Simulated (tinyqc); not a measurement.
What the shift does to the intrinsic density: temperature and isotope dependence of a band gap in oscillator models.

E(T) = E0 - sum_i sl_i th_i n_i(T), n = 1/(exp(th/T) - 1). The same coupling lowers the gap at 0 K by the zero-point term ZP = sum_i sl_i th_i/2, so the gap of the static lattice is E0 + ZP. Thermal expansion is taken as part of the slopes.

Constants: kB = 8.617333262e-05 eV/K; hbar^2/2m0 = 3.80998211 eV angstrom^2.

Values chosen for the exercise (near those of diamond; shifted at random, so the results belong to these values and not to a real crystal):
- E0 = 5.49 eV (gap at 0 K)
- th = (611, 1464) K (temperatures of two oscillators)
- sl = (0.1543, 0.3967) meV/K (their high-temperature slopes)
- mm = 1.01 m0 (geometric mean of the density-of-states masses)

ni = 2 (mm kT/(4 pi c))^(3/2) exp(-E/2kT), c = hbar^2/2m0, with E(T) and with E0; 1 angstrom^-3 = 1e24 cm^-3. Apparent gap from an Arrhenius plot of ni/T^(3/2): E(T) - T dE/dT, dE/dT = -sum sl_i (th_i/T)^2 n_i (1 + n_i).

Results:

| T (K) | E(T) (eV) | ni (cm^-3) | ni with E(T) / ni with E0 | apparent gap (eV) |
|---|---|---|---|---|
| 200 | 5.4850 | 1.08e-50 | 1.158 | 5.5027 |
| 250 | 5.4794 | 1.14e-36 | 1.280 | 5.5131 |
| 300 | 5.4714 | 2.81e-27 | 1.433 | 5.5264 |
| 350 | 5.4611 | 1.54e-20 | 1.615 | 5.5414 |
| 400 | 5.4485 | 1.86e-15 | 1.825 | 5.5571 |
| 500 | 5.4178 | 2.72e-08 | 2.312 | 5.5876 |
| 700 | 5.3405 | 5.41 | 3.452 | 5.6372 |

Using E0 in place of E(T) understates ni by a factor that rises from 1.16 to 3.45, towards exp(sum sl/2kB) = 24.5. The slope of an Arrhenius plot returns neither E(T) nor E0 but the intercept of the tangent, 5.5264 eV at 300 K, which lies 36 meV above E0 and tends to the static gap 5.8275 eV.

tinyqc: `OMP_NUM_THREADS=1 python tinyqc.py 1851255 1851256 out.jsonl`; about 0.01 s, one thread, shared Intel(R) Xeon(R) Processor @ 2.30GHz.
